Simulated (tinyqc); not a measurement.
MOSFET in the linear regime without short-channel effects, parameter extraction from computed curves: two steps of the calculation.

Inversion charge Q = Cox n Vt W0(exp((Vg - VT)/(n Vt))), W0 the Lambert function and n = nf; u = Q/Cox; mobility mu = mu0/(1 + th1 u + th2 u^2); channel resistance Rch = (L - dL)/(W mu Q); Id = Vd/(Rch + Rsd/W). Cox = eps0 eox/tox. Small Vd, no channel-length or drain effects.

Parameters, values chosen for the exercise; channel values of the order met in silicon transistors: temperature T = 300 K; relative permittivity of the gate insulator (close to hafnium oxide) eox = 22.5; insulator thickness tox = 7.8 nm; low-field mobility mu0 = 120 cm^2/(V s); first mobility attenuation factor th1 = 0.44 1/V; second mobility attenuation factor th2 = 0.04 1/V^2; threshold voltage VT = 0.62 V; body factor nf = 1.1; gate width W = 1 um; drawn gate length L = 0.093 um; drawn less effective length dL = 0.017 um; source plus drain resistance Rsd = 130 ohm um; drain voltage Vd = 0.05 V.

Constants: q = 1.602176634e-19 C, kB = 1.380649e-23 J/K, Vt = kB T/q, eps0 = 8.8541878128e-14 F/cm where lengths are in cm. Results are converted to the units shown.

Task 1. Transfer curve. u, mu, Rch and Id as defined.

Vg, point 0 to 11 (V): 0.38  0.5  0.62  0.74  0.86  0.98  1.1  1.22  1.34  1.46  1.58  1.7

Give: u; mu; Rch; Id.

Result 1.

```
point      u (V)  mu (cm^2/(V s))  Rch (ohm)    Id (uA)
0      6.1447e-6           120.00   4.0355e7  0.0012390
1      4.1205e-4           119.98   6.0190e5   0.083052
2       0.016128           119.15      15484     3.2022
3       0.087906           115.50     2930.8     16.336
4        0.18651           110.76     1440.4     31.838
5        0.29361           105.95     956.56     46.017
6        0.40450           101.31     726.14     58.402
7        0.51750           96.898     593.41     69.117
8        0.63182           92.738     507.84     78.390
9        0.74705           88.821     448.44     86.439
10       0.86295           85.137     405.01     93.456
11       0.97936           81.673     372.02     99.599
```

Task 2. Threshold and mobility at the peak transconductance. gm_i = (Id_(i+1) - Id_(i-1))/(Vg_(i+1) - Vg_(i-1)); at the point j of largest gm the tangent meets the axis at V_ext = Vg_j - Id_j/gm_j; field-effect mobility gm_j L/(W Cox Vd) with the drawn L.

```
point  Vg (V)       Id (uA)
0        0.38  0.0012390005
1         0.5   0.083051825
2        0.62     3.2021930
3        0.74     16.335629
4        0.86     31.838277
5        0.98     46.016684
6         1.1     58.401605
7        1.22     69.117227
8        1.34     78.389603
9        1.46     86.438895
10       1.58     93.455597
11        1.7     99.598599
```

Find: gm; j; V_ext; field-effect mobility.

Result 2.

gm, point 1 to 10 (uS): 13.337  67.719  119.32  123.67  110.68  96.252  83.283  72.174  62.775  54.832
j = 4
V_ext = 0.60256 V
field-effect mobility = 90.063 cm^2/(V s)

V_ext is 17 mV below the model VT, and the mobility so found is 39 % below mu0 L/(L - dL) = 147 cm^2/(V s), the value for the drawn L; attenuation, series resistance and the slow approach of Q to a straight line all lower the peak gm.

Numbers from tinyqc (`OMP_NUM_THREADS=1 python tinyqc.py 2210011 2210012 out.jsonl`; about 0.01 s on one thread of a shared Intel Xeon 2.30GHz).
